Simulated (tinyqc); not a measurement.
Inside a calculation: spherical quantum dot. Values are carried at full precision from step to step, so a last printed digit may differ when a step is redone from the rounded ones.

With hard walls E = c (x/R)^2/mw, x a zero of j_l: 1s 3.141593; 2s 6.283185; 1p 4.493409; 2p 7.725252; 1d 5.763459; 2d 9.095011; 1f 6.987932; 2f 10.417119.

Constants: hbar^2/2m0 = 3.80998211 eV angstrom^2; e^2/(4 pi eps0) = 14.39964547 eV angstrom; Ry = 13.60569312 eV; a0 (Bohr radius) = 0.5291772105 angstrom; hc = 1239.841984 eV nm.

Values chosen for the exercise (near those of an InGaAs dot in InP; shifted at random, so the results belong to these values and not to a real crystal):
```
symbol  value   unit      meaning
R       158     angstrom  radius
mw      0.0409  m0        mass inside
V0      0.235   eV        barrier height
mb      0.0834  m0        mass outside
E       0.0246  eV        trial energy
Eg      0.8     eV        bulk gap
mh      0.6     m0        hole mass
eps     13.3              dielectric constant inside
eps_o   2.8               dielectric constant beyond a thin barrier shell (oxide or ligands)
```

## Hard-wall levels

The six lowest of these, with their orbital degeneracy; c = hbar^2/2m0.

Hard walls:
```
state  degeneracy       x  E (eV)
1s              1  3.1416  0.0368
1p              3  4.4934  0.0753
1d              5  5.7635  0.1240
2s              1  6.2832  0.1473
1f              7  6.9879  0.1822
2p              3  7.7253  0.2227
```

Shells close, with spin and per valley, at 2, 8, 18, 20 electrons; levels above about 0.3 eV are beyond a parabolic mass, and anisotropic valleys split the shells. The real barrier, V0 = 0.235 eV, lowers all of them.

## The matching condition at a trial energy

A sphere of radius R, isotropic masses, c = hbar^2/2m0, k = sqrt(mw E/c), kappa = sqrt(mb (V0 - E)/c). State n l is the spherical Bessel function j_l(k r) inside and k_l(kappa r) outside; psi and psi'/m are continuous: (k/mw) j_l'(kR)/j_l(kR) = (kappa/mb) k_l'(kappa R)/k_l(kappa R). For l = 0 this reads kR cot(kR) = 1 - (mw/mb)(1 + kappa R).

Both sides for the lowest state, in the form for l = 0.

k R = 2.5676
kappa R = 10.7226
left side = -3.9707
right side = -4.7489

The left side falls with E and the right side rises; here the left is the larger, so the level lies above the trial energy.

## Bound levels

All roots below V0 for angular numbers 0 to 3, two each at most; the last column is the ratio to the hard-wall level.

Finite barrier:
```
state  degeneracy  E (eV)     k R  E/E(hard)
1s              1  0.0259  2.6338      0.703
1p              3  0.0531  3.7732      0.705
1d              5  0.0874  4.8394      0.705
2s              1  0.1052  5.3107      0.714
1f              7  0.1280  5.8562      0.702
2p              3  0.1591  6.5303      0.715
2d              5  0.2177  7.6376      0.705
```

7 levels of these are bound; the lowest reaches 70 % of its hard-wall value.

## Lowest optical transition

Brus estimate with the correlation term of Kayanuma, both carriers between hard walls: E = Eg + c (pi/R)^2 (1/mw + 1/mh) - 1.786 q/(eps R) - 0.248 Ry*, with q = e^2/(4 pi eps0), Ry* = Ry mu/eps^2, 1/mu = 1/mw + 1/mh, a* = a0 eps/mu, c = hbar^2/2m0. It assumes R below about a*.

Give the terms and the wavelength hc/E.

mu = 0.0383 m0
a* = 183.8 angstrom

confinement, Coulomb and correlation terms (eV): 0.0393  -0.0122  -0.0007

E = 0.8264 eV
wavelength = 1500.3 nm

R/a* = 0.86: strong confinement, as the formula assumes. For the electron, hard walls give 11 meV more than the finite barrier.

## Charging energy

Two electrons in the hard-wall 1s state repel by U = 1.786 q/(eps R) + q (1/eps_o - 1/eps)/R, the second term from the polarisation of the surface; q = e^2/(4 pi eps0). The addition energies are U for the second electron and U + E(1p) - E(1s) for the third, with U taken as constant and hard-wall levels.

direct term = 12.2 meV
polarisation term = 25.7 meV

addition energies (meV): 37.9  76.4

## Checks

- Lowest level by radial finite differences against the matching condition, eV: both 0.0259.

tinyqc: `OMP_NUM_THREADS=1 python tinyqc.py 1282280 1282281 out.jsonl`; about 0.03 s, one thread, shared Intel(R) Xeon(R) Processor @ 2.30GHz.
